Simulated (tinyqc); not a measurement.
As the film thickens, and with more bath resistance: electroplating on a thin resistive seed layer: kinetics, Wagner number and the terminal effect across a wafer. Computed by tinyqc, a small Python program. Command: `OMP_NUM_THREADS=1 python tinyqc.py 3121282 3121283 out.jsonl terminal walk`. One thread of a shared host (Intel(R) Xeon(R) Processor @ 2.30GHz), about 0.03 s of CPU time with the checks.

Current enters the seed at the rim. The bath is treated as a local resistance per area (no lateral flow in the liquid), two electrons per ion, molar volume 7.11 cm^3/mol, Faraday constant F = e N_A, kinematic viscosity 0.01 cm^2/s, omega = 2 pi x rpm/60; k_B T/e is in volts.

Inputs (values chosen for the exercise, of the order of those for copper plating on a thin cobalt or ruthenium seed):
```
quantity                               value         unit
wafer radius R                            15           cm
seed thickness t                          19           nm
seed resistivity                          11  microohm cm
bath conductivity kappa                 0.32         S/cm
gap to the anode h                       9.6           cm
extra resistance of a porous plate         0     ohm cm^2
exchange current density i_0            0.19      mA/cm^2
cathodic transfer coefficient alpha     0.32            -
mean current density                     8.4      mA/cm^2
diffusivity of the metal ion         5.2e-06       cm^2/s
metal ion concentration                 0.52        mol/L
rotation rate                            200          rpm
temperature T                            298            K
```

Constants: e = 1.602176634e-19 C; N_A = 6.02214076e+23 1/mol; k_B = 8.617333262e-05 eV/K.

Method:
- Growth rate = i V_m/(2 F). Levich limit i_L = 0.62 x 2 F D^(2/3) omega^(1/2) nu^(-1/6) c. Tafel overpotential eta = (k_B T/(alpha e)) ln(i/i_0); kinetic resistance k_B T/(alpha e i); bath resistance h/kappa + plate; R_s = resistivity/t; Wagner number = kinetic resistance x kappa/R.
- Full model: seed potential phi(r) with (1/r)(r phi')' = R_s i, where i solves phi = R_b i + (k_B T/(alpha e)) ln(i/i_0) (phi being the driving voltage left at r); phi'(0) = 0 and phi'(R) = R_s i_mean R/2. Solved by collocation to a tolerance of 1e-7.
- The film is taken as uniform, with the seed resistivity; the last column adds 100 ohm cm^2 to R_b. Extra power of that plate = i^2 x 100 ohm cm^2 x area.

sheet resistance R_s = 5.78947 ohm/square

bath resistance R_b = 30 ohm cm^2

Edge over centre:
```
thickness (nm)  R_s (ohm/square)  as given  with 100 ohm cm^2 more
19.0                      5.7895    27.231                  4.9752
28.5                      3.8596    14.541                  3.2429
38.0                      2.8947     9.630                  2.5415
57.0                      1.9298     5.728                  1.9392
95.0                      1.1579     3.349                  1.5233
190.0                     0.5789     1.996                  1.2472
380.0                     0.2895     1.454                  1.1201
```

extra power = 4.9876 W

What follows from these numbers?

The ratio falls below 1.1 in none of these rows as given, and in none of these rows with the added resistance: what counts is R_s R^2 against the sum of kinetic and bath resistance.
